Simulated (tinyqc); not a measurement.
The first four gaps: longitudinal sound in a periodic multilayer: transfer matrices, stop bands and folded phonons. Computed by tinyqc, a small Python program. Command: `OMP_NUM_THREADS=1 python tinyqc.py 3008345 3008346 out.jsonl multilayer walk`. One thread of a shared host (Intel(R) Xeon(R) Processor @ 2.30GHz), about 0.01 s of CPU time with the checks.

Layers 1 and 2 repeat with period d = d_1 + d_2; waves travel normal to the layers, without loss. State vector (u, s): displacement u and stress divided by omega. Impedances Z = rho v are in 1e6 kg/(m^2 s).

Inputs (values chosen for the exercise, modelled on silica (layer 1), titanium nitride (layer 2) and gallium arsenide (substrate)): density rho_1 = 2.21 g/cm^3; velocity v_1 = 6020 m/s; thickness d_1 = 18.6 nm; density rho_2 = 5.33 g/cm^3; velocity v_2 = 10200 m/s; thickness d_2 = 32.1 nm; substrate density = 5.3 g/cm^3; substrate velocity = 4660 m/s.

Method:
- Z = rho v; interface reflection r = (Z_2 - Z_1)/(Z_2 + Z_1) (stress amplitude, from 1 into 2); Bragg frequency f_B = 1/[2 (d_1/v_1 + d_2/v_2)]; long-wave velocity v_eff = d/sqrt[(d_1/v_1)^2 + (d_2/v_2)^2 + (Z_1/Z_2 + Z_2/Z_1)(d_1/v_1)(d_2/v_2)].
- A layer maps (u, s) by [[cos p, sin p/Z], [-Z sin p, cos p]], p = 2 pi f d_i/v_i; one period is M = M_2 M_1, and cos(q d) = trace(M)/2.
- Gap m contains m f_B; its edges, where trace(M)/2 = (-1)^m, are found by root search. Weak-contrast estimate of the width: (4 f_B/pi) |r sin(m pi a)|, a = (d_1/v_1)/(d_1/v_1 + d_2/v_2).

Bragg frequency f_B = 80.1698 GHz

Z_1 = 13.3042

Z_2 = 54.366

interface reflection r = 0.606793

Stop bands (GHz):
```
m  lower edge  upper edge   width  weak-contrast estimate
1       46.89      113.44  66.546                  61.932
2      159.45      161.24   1.789                   1.789
3      207.26      273.74  66.481                  61.880
4      318.90      322.48   3.578                   3.577
```

With a = 0.495, gap 1 is the widest and gap 2 the narrowest: the layers are near a quarter wave each at f_B, so the even gaps almost close. The weak-contrast estimate misses the first width by -6.9 % at |r| = 0.61. Odd gaps open at the edge of the folded zone (q = pi/d), even ones at its centre.
